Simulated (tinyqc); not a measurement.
Changing the evaporation rate at 1000 rpm e0: spin coating of a resist or spin-on film: centrifugal thinning, evaporation and the final thickness (Emslie and Meyerhofer models). Computed by tinyqc, a small Python program. Command: `OMP_NUM_THREADS=1 python tinyqc.py 3112393 3112394 out.jsonl spincoat sweep`. One thread of a shared host (Intel(R) Xeon(R) Processor @ 2.30GHz), about 0.2 s of CPU time with the checks.

A Newtonian film stays uniform over the wafer; solvent and solids have the same density and the concentration is uniform through the thickness.

Inputs (values chosen for the exercise, of the order of those of a polymer resist in an ester solvent): solids volume fraction c0 = 0.13; kinematic viscosity of the solvent nu_s = 0.66 mm^2/s; viscosity constant k = 3600 mm^2/s; viscosity exponent gamma = 2.8; spin speed f = 6000 rpm; starting thickness h0 = 200 micrometre; wafer radius R = 100 mm; shrinkage in the bake = 2.9 %.

Method:
- omega = 2 pi f/60; nu(c) = nu_s + k c^gamma; evaporation rate e = e0 sqrt(f/1000 rpm).
- Flow constant K = 2 omega^2/(3 nu(c0)); Reynolds number of the air omega R^2/nu_air with nu_air = 15 mm^2/s.
- Meyerhofer estimate: flow rules until (1 - c0) K h^3 = e, then evaporation alone: h_w = (e/((1 - c0) K))^(1/3), dry film c0 h_w.
- Full model for solids s and liquid l per area, h = s + l, c = s/h: ds/dt = -c Q, dl/dt = -(1 - c) Q - e, Q = 2 omega^2 h^3/(3 nu(c)); integrated adaptively (relative tolerance 1e-9) until l = 0.
- Dry film = s at l = 0, before the bake; film after the bake = s x (1 - shrinkage).

One run for each value:
```
evaporation rate at 1000 rpm e0 (micrometre/s)  dry film (nm)  time to dry (s)  wet thickness h_w (micrometre)
0.010                                                  169.59           52.618                          1.1033
0.021                                                  217.17           32.086                          1.4129
0.045                                                  279.98           19.304                          1.8215
0.097                                                  361.67           11.568                          2.3530
0.210                                                  467.88            6.912                          3.0439
0.440                                                  598.70            4.221                          3.8950
0.940                                                  771.08            2.545                          5.0165
2.000                                                  991.73            1.538                          6.4522
```

Describe and explain the trends.

Over the rows, dry film (nm) rises from 170 to 992 (exponent d ln y / d ln x about 0.33 throughout); time to dry (s) falls from 52.6 to 1.54 (exponent d ln y / d ln x about -0.67 throughout); wet thickness h_w (micrometre) rises from 1.10 to 6.45 (exponent d ln y / d ln x about 0.33 throughout). The exponent of dry film stays at 0.33: the cube root of the evaporation rate.

Caution (all rows): above a Reynolds number of about 3e5 the air flow near the rim turns turbulent, and evaporation is no longer uniform.
